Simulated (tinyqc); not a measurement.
Worked calculation: Hubbard chain of 2 sites. Computed by tinyqc, a small Python program that keeps every step. Settings: hopping = 0.69, U = 10.9, mixing = 1, iteration cap = 74. Command: `OMP_NUM_THREADS=1 python tinyqc.py 25703 25704 out.jsonl` (the two numbers bound the seeds that draw the settings). One thread of a shared host (Intel(R) Xeon(R) Processor @ 2.60GHz), about 0.2 s of CPU time with the checks. Later iterations appear only in the table of the cycle.

## Mean-field iteration 1

one-body matrix (hopping and site energies) (eV):
```
,1,2
1,0.000000,-0.690000
2,-0.690000,0.000000
```

U = 10.900000 eV

electrons, up and down: 1  1

mixing = 1

n(up) at the start (a guess, not normalised): 1 0.550000, 2 0.450000

n(down) at the start (a guess): 1 0.450000, 2 0.550000

H(up) = T + U n(down), H(down) = T + U n(up); fill the lowest levels; n(new) = n + mixing (n(out) - n); E = tr T (rho up + rho down) + U sum n_up n_down of the output.

levels, up (eV): 4.570725  6.329275

levels, down (eV): 4.570725  6.329275

energy = 2.273241 eV

n(up) after iteration 1: 1 0.809914, 2 0.190086

n(down) after iteration 1: 1 0.190086, 2 0.809914

## Mean-field iteration 2

As before.

levels, up (eV): 2.002185  8.897815

levels, down (eV): 2.002185  8.897815

energy = -0.057899 eV

n(up) after iteration 2: 1 0.989885, 2 0.010115

n(down) after iteration 2: 1 0.010115, 2 0.989885

## Mean-field iteration 3

As before.

levels, up (eV): 0.065857  10.834143

levels, down (eV): 0.065857  10.834143

energy = -0.087345 eV

n(up) after iteration 3: 1 0.995877, 2 0.004123

n(down) after iteration 3: 1 0.004123, 2 0.995877

## Convergence

Each step fills the lowest levels of T + U n(other spin) and sets n(new) = n + mixing (n(out) - n); stop when output and input agree to 1e-8.

Course of the cycle:
```
iteration,E (eV),largest |n(out) - n(in)|,mean |n_up - n_down|
1,2.27324053,2.60e-01,0.619829
2,-0.05789853,1.80e-01,0.979770
3,-0.08734473,5.99e-03,0.991754
4,-0.08735779,9.78e-05,0.991950
5,-0.08735780,1.57e-06,0.991953
6,-0.08735780,2.51e-08,0.991953
7,-0.08735780,4.03e-10,0.991953
```

local moments n_up - n_down: 1 0.991953, 2 -0.991953

Converged in 7 iterations. Before convergence this energy mixes input and output and is not variational, so it may rise towards its limit.

## The many-body Hamiltonian

Basis: all placements (u, d, 2, 0 on each site), up operators ordered before down ones; hops carry the sign of the same-spin electrons passed.

H (eV):
```
,20,ud,du,02
20,10.900000,-0.690000,-0.690000,0.000000
ud,-0.690000,0.000000,0.000000,-0.690000
du,-0.690000,0.000000,0.000000,-0.690000
02,0.000000,-0.690000,-0.690000,10.900000
```

## Exact diagonalisation (4 states)

Lowest levels of the sector, and the double occupancy of the lowest state.

lowest levels (eV): -0.172001  0.000000  10.900000  11.072001

double occupancy per site = 0.007649

The mean-field solution above lies 0.0846 eV above the exact energy.
